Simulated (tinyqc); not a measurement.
MOS inversion layer, Poisson-Schroedinger loop: two steps of the calculation.

Electrons confined at an insulator interface at z = 0, treated as a hard wall; parabolic valleys, Hartree approximation, no image or exchange terms. The depletion charge lies far deeper than the electrons and gives a uniform field q Nd/(eps0 eps_r); the gate balances all charge. Energies are counted from the band edge at the interface.

Inputs (values chosen for the exercise); masses and permittivity close to those of germanium (100):

| symbol | value | unit | meaning |
|---|---|---|---|
| eps_r | 15.9 |  | relative permittivity |
| mz1 | 0.118 | m0 | mass along z of valley set A (4 valley(s)) |
| Ns | 3.6e11 | cm^-2 | sheet density of electrons |
| Nd | 5.3e11 | cm^-2 | sheet density of depletion charge |
| a | 1 |  | mixing factor |

Constants: q = 1.602176634e-19 C, hbar = 1.054571817e-34 J s, m0 = 9.1093837015e-31 kg, eps0 = 8.8541878128e-14 F/cm where lengths are in cm, hbar^2/(2 m0) = 0.0380998212 eV nm^2. Results are converted to the units shown.

Task 1. Density, output potential and mixing. n_i = sum_k N_k |psi_k|^2 (converted to cm^-3). Hartree part by Gauss: on the interval before node i the electrons still beyond are S_i = Ns - hz sum_(j<i) n_j, and U_i = U_(i-1) + q S_i hz/(eps0 eps_r) in eV, U_0 = 0 at the interface. Mixing: U(new) = U + a (U(out) - U).

```
node  z (nm)  self-consistent potential U at the start (eV)  |psi|^2 of A1 (1/nm)  |psi|^2 of A2 (1/nm)
1        1.5                                              0            0.03942150            0.03746383
2          3                                              0            0.11325371            0.07582007
3        4.5                                              0            0.15451000            0.04645188
4          6                                              0            0.14385705            0.00341450
5        7.5                                              0            0.10338490            0.01472488
6          9                                              0            0.06090709            0.06846839
7       10.5                                              0            0.03047463            0.11114775
8         12                                              0            0.01325569            0.11474098
9       13.5                                              0            0.00509645            0.08880110
10        15                                              0            0.00175366            0.05546084
11      16.5                                              0            0.00054533            0.02912586
12        18                                              0            0.00015445            0.01319874
13      19.5                                              0            0.00004008            0.00524923
14        21                                              0            0.00000957            0.00184900
15      22.5                                              0            0.00000209            0.00057430
16        24                                              0            0.00000041            0.00014995
17      25.5                                              0            0.00000006            0.00002536
```

N_k (cm^-2): A1 2.9447958e11, A2 6.5520423e10

Wanted: n; U(out); U after round 1.

Result 1.

```
node  n (1e17 cm^-3)  U(out) (eV)  U after round 1 (eV)
1              1.406      0.00615               0.00615
2              3.832      0.01193               0.01193
3              4.854      0.01674               0.01674
4              4.259      0.02030               0.02030
5              3.141      0.02277               0.02277
6              2.242      0.02443               0.02443
7              1.626      0.02553               0.02553
8              1.142      0.02620               0.02620
9              0.732      0.02659               0.02659
10             0.415      0.02678               0.02678
11             0.207      0.02687               0.02687
12             0.091      0.02691               0.02691
13             0.036      0.02692               0.02692
14             0.012      0.02693               0.02693
15             0.004      0.02693               0.02693
16             0.001      0.02693               0.02693
17             0.000      0.02693               0.02693
```

Task 2. Closed-form estimates. Triangular well: E_k = a_k (C F^2/mz)^(1/3), a_1 = 2.338107, a_2 = 4.087949, C = hbar^2/(2 m0), F in eV/nm. Fang-Howard (all electrons in the lowest level of set A): b^3 = 6 (mz1/C) q (Nd + 11 Ns/32)/(eps0 eps_r), centroid 3/b, level C b^2/(4 mz1) + (3/b) q (Nd + 11 Ns/16)/(eps0 eps_r). Use F = q (Nd + Ns)/(eps0 eps_r), the surface field, and F = q (Nd + Ns/2)/(eps0 eps_r).

Find: A1 with the surface field; A1 with Nd + Ns/2; A2 with Nd + Ns/2; b; Fang-Howard centroid; Fang-Howard level.

Result 2.

A1 with the surface field = 0.075090 eV
A1 with Nd + Ns/2 = 0.064589 eV
A2 with Nd + Ns/2 = 0.11293 eV
b = 0.51709 1/nm
Fang-Howard centroid = 5.8018 nm
Fang-Howard level = 0.072919 eV

tinyqc, about 0.5 s, one thread, Intel Xeon 2.30GHz (shared host): `OMP_NUM_THREADS=1 python tinyqc.py 2160131 2160132 out.jsonl`
